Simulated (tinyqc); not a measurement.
What moves the results: thin (001) film in sp3s* tight binding with raised dangling bonds. A value that a table varies takes the place of the one given here.

Planes alternate anion (a), cation (c) along [001], a/4 apart, starting with an anion; zero in-plane momentum; levels counted from the bulk Ev, the lower root of [[Epa, Vxx], [Vxx, Epc]]; no spin-orbit coupling. Block of s, pz, s*: from an anion to the cation above, Vss/2 (s,s), Vsapc/2 (s,z), -Vscpa/2 (z,s), Vxx/2 (z,z), Vxapc/2 (s*,z), -Vpaxc/2 (z,s*); to the cation below the same with the s-z and s*-z signs reversed. Block of u = (px + py)/sqrt2 and v = (px - py)/sqrt2: to the cation above (Vxx + Vxy)/2 for u and (Vxx - Vxy)/2 for v, to the cation below the reverse. Each surface atom has two dangling sp3 hybrids; raising both by dl adds (dl/2) [[1, t], [t, 1]] to its s, pz levels (t = -1 at the bottom face, +1 at the top) and dl to the one of u, v in whose plane the missing bonds lie (v for a bottom anion or a top cation, u for a top anion).

Inputs chosen for the exercise (near a published set for GaP, fitted to gaps, whose masses and valley positions are rough; not measured data):
```
symbol  value                                                                                         unit      meaning
p       (-8.083, 1.123, -2.202, 4.13, 8.475, 7.222, -7.519, 2.14, 5.118, 4.288, 6.359, 4.675, 5.075)  eV        order Esa, Epa, Esc, Epc, Exa, Exc, Vss, Vxx, Vxy, Vsapc, Vscpa, Vxapc, Vpaxc
Nw      26                                                                                                      planes in the thicker film
a       5.448                                                                                         angstrom  lattice constant
dp      30                                                                                            eV        value of dl for the passivated films
Ns      (7, 11, 16, 20, 24, 30, 48, 66)                                                                         numbers of planes
```

## States in the gap of a film

edges (eV): Gamma 2.91989, Delta 2.32407

Levels between 0 and the lower bulk edge, the largest weight on the two outer planes of both faces among them, and the nearest levels outside, for several shifts dl.

Film of Nw planes:
```
dl (eV)  levels in the gap              at (eV)  surface weight  next above (eV)  next below (eV)
0                        3  0.053, 1.112, 1.404            0.83           2.3425          -0.0467
1                        3  0.284, 1.921, 1.967            0.88           2.3427          -0.0467
2                        1                0.636            0.62           2.3326          -0.0467
3                        1                1.068            0.69           2.3421          -0.0467
5                        1                1.978            0.70           2.3425          -0.0467
10                       0                    -               -           2.3421          -0.0467
30                       0                    -               -           2.3422          -0.0467
100                      0                    -               -           2.3423          -0.0467
```

Can the levels of the bare film be read as confined subbands?

No: with bare surfaces (dl = 0) 3 levels lie in the bulk gap, with up to 83 % of the weight on the four outer planes, two a face, where an even spread gives 15 %; these are dangling-bond states, not subbands. The reruns show the bulk gap clear from dl = 10 eV on, and at dl = 30 eV the next level above lies 0.0 meV from its value at 100 eV.

## Gap against thickness

Passivated films (finite dp, so levels can still be some meV from their limit), thickness N a/4. Highest level below mid-gap (either block) and the two lowest above it. The exponents are -d ln(shift)/d ln N between the sixth and the last film, for the valence level and for the lowest conduction level.

Levels (eV):
```
N   thickness (angstrom)      Ev1     Ec1     Ec2     gap
7                   9.53  -0.4470  2.5795  3.0610  3.0265
11                 14.98  -0.2225  2.4284  2.7325  2.6510
16                 21.79  -0.1064  2.3754  2.5298  2.4817
20                 27.24  -0.0735  2.3559  2.4536  2.4293
24                 32.69  -0.0538  2.3456  2.4121  2.3994
30                 40.86  -0.0363  2.3375  2.3789  2.3738
48                 65.38  -0.0154  2.3291  2.3444  2.3445
66                 89.89  -0.0085  2.3267  2.3346  2.3351
```

exponents: valence 1.85, conduction 2.08

What can be read from the table?

The gap is 3.027 eV at 9.5 angstrom and 2.335 eV at 89.9, against 2.324 eV in the bulk along this line. At 20 planes the conduction side gives 32 meV of the widening and the valence side 73 meV. A hard-walled parabolic band has exponent 2; departures come from the offset between N a/4 and the effective width, from non-parabolicity and from the termination (odd and even N end differently: in the direction of the bond rows at the two faces and, in a compound, in the kind of atom), which also makes single steps in N uneven. Ec1 and Ec2 come from the neighbourhood of X.

## What each change does

A film of Nw planes with shift dp: highest level below mid-gap (half the lower bulk edge) and the two lowest above. Each row changes one parameter from the base and keeps the others.

Results:
```
case        Ev1 (eV)  Ec1 (eV)  Ec2 (eV)
base         -0.0467    2.3422    2.3983
Nw = 27      -0.0470    2.3402    2.3900
dp = 15 eV   -0.0467    2.3422    2.3982
```

How do the results move?

The largest shifts from the base row, up to three for each result and ties (the steps differ in size, so this ranks the rows, not the parameters). Ev1 (eV): Nw -0.0003; unchanged at the printed digits by dp. Ec1 (eV): Nw -0.0021; unchanged at the printed digits by dp. Ec2 (eV): Nw -0.0083, dp -0.0002. An odd change of Nw also changes which atoms end the film, so levels need not move as thickness alone would move them; the row for dp shows how far the passivation is from converged.

Run: tinyqc, `OMP_NUM_THREADS=1 python tinyqc.py 1450832 1450833 out.jsonl`; Intel(R) Xeon(R) Processor @ 2.30GHz, one thread, shared host; about 0.3 s of CPU time with all checks.
